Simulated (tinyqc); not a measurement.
Worked calculation: five-level k.p model folded onto the conduction band. Values are carried at full precision from step to step, so a last printed digit may differ when a step is redone from the rounded ones.

Second-order sums for the lowest conduction level at E: 1/m = 1 + Cm + (Ep/3)(2/E + 1/(E + Dso)) - (Ep2/3)(2/(E7 + D2 - E) + 1/(E7 - E)); g/2 = 1 + Cg - (Ep/3)(1/E - 1/(E + Dso)) - (Ep2/3)(1/(E7 - E) - 1/(E7 + D2 - E)). E is counted from the top of the valence band; E = Eg at the edge.

Constants: hbar^2/2m0 = 3.80998211 eV angstrom^2.

Inputs chosen for the exercise (near those of InAs; the results hold for these values, not for the real material):
- Eg = 0.414 eV (gap at Gamma to the s-like level)
- Dso = 0.396 eV (spin-orbit splitting)
- Ep = 21.4 eV (Kane energy)
- E7 = 4.51 eV (upper Gamma7 conduction level, from the valence top)
- D2 = 0.16 eV (its spin-orbit splitting, Gamma8 above Gamma7)
- Ep2 = 4.9 eV (Kane energy to the upper levels)
- Cm = -1 (remote term in 1/m)
- Cg = 0 (remote term in g/2)
- k = 0.02 1/angstrom (wave vector along z)

## Mass and g factor term by term

Evaluate at E = Eg.

Terms:
```
level,part of 1/m,part of g
free + remote,0.0000,2.0000
Gamma8 valence,34.4605,-34.4605
Gamma7 valence,8.8066,17.6132
Gamma8 upper,-0.7675,0.7675
Gamma7 upper,-0.3988,-0.7975
```

m = 0.0238 m0
g = -14.877

The valence levels give 43.27 to 1/m and the upper levels take 1.17 away. In g the two valence terms nearly cancel when Dso is small against Eg; here Dso/Eg = 0.96 and they leave -16.847, the upper pair -0.030.

## The matrix at one k

For k along z and one spin sector the level c couples to four states. With c0 = hbar^2/2m0, P = sqrt(Ep c0), P2 = sqrt(Ep2 c0): diagonal Eg + (1 + Cm) c0 k^2 for c, and 0, -Dso, E7 + D2, E7 for lh, so, G8 up, G7 up (their own dispersion is left out); couplings of c: sqrt(2/3) P k to lh, sqrt(1/3) P k to so, sqrt(2/3) P2 k to G8 up, sqrt(1/3) P2 k to G7 up (phases chosen real).

Fill in the matrix.

H (eV), lower triangle:
```
,c,lh,so,G8 up,G7 up
c,0.41400
lh,0.14745,0
so,0.10426,0,-0.39600
G8 up,0.07056,0,0,4.67000
G7 up,0.04989,0,0,0,4.51000
```

## Exact folding onto c

Solve E = H_cc + S(E), S(E) = sum_j H_cj^2/(E - H_jj), from E = H_cc, by plain substitution and by Newton steps on E - H_cc - S(E). The weight of c in the state is Z = 1/(1 - dS/dE). The exact level is the third eigenvalue of H from below.

Iterates (eV):
```
step,substitution,Newton
0,0.41400,0.41400
1,0.47816,0.47009
2,0.47010,0.47091
3,0.47100,0.47091
4,0.47090,0.47091
5,0.47091,0.47091
6,0.47091,0.47091
7,0.47091,0.47091
```

exact level = 0.47091 eV
Z = 0.8985

Substitution multiplies the error by about dS/dE = 1 - 1/Z = -0.113 a step, so it alternates; after 7 steps it is off by 1.5e-08 eV, while Newton is within 1e-5 eV from step 2 on.

## Loewdin series

Expanding E = H_cc + S(E) about Eg in powers of k^2, with s_n = sum_j H_cj^2/(Eg - H_jj)^n: order k^2: e2 = (1 + Cm) c0 k^2 + s1; order k^4: e4 = -s2 e2; order k^6: e6 = s3 e2^2 + s2^2 e2.

Give each order and the partial sums, counted from Eg.

s1 (eV), s2 (no unit), s3 (1/eV); (1 + Cm) c0 k^2 is H_cc - Eg: 0.06416  0.14385  0.32677

e2, e4, e6 (eV): 0.06416  -0.00923  0.00267

partial sums (eV): 0.06416  0.05493  0.05760

The exact value is 0.05691 eV; the errors of the partial sums are +7.25, -1.98 and +0.70 meV.

## Checks

- Curvature of the exact level at small k against the sum for 1/m: both 42.101.

Program tinyqc; command `OMP_NUM_THREADS=1 python tinyqc.py 1081003 1081004 out.jsonl`; about 0.01 s on one thread of a shared Intel(R) Xeon(R) Processor @ 2.30GHz.
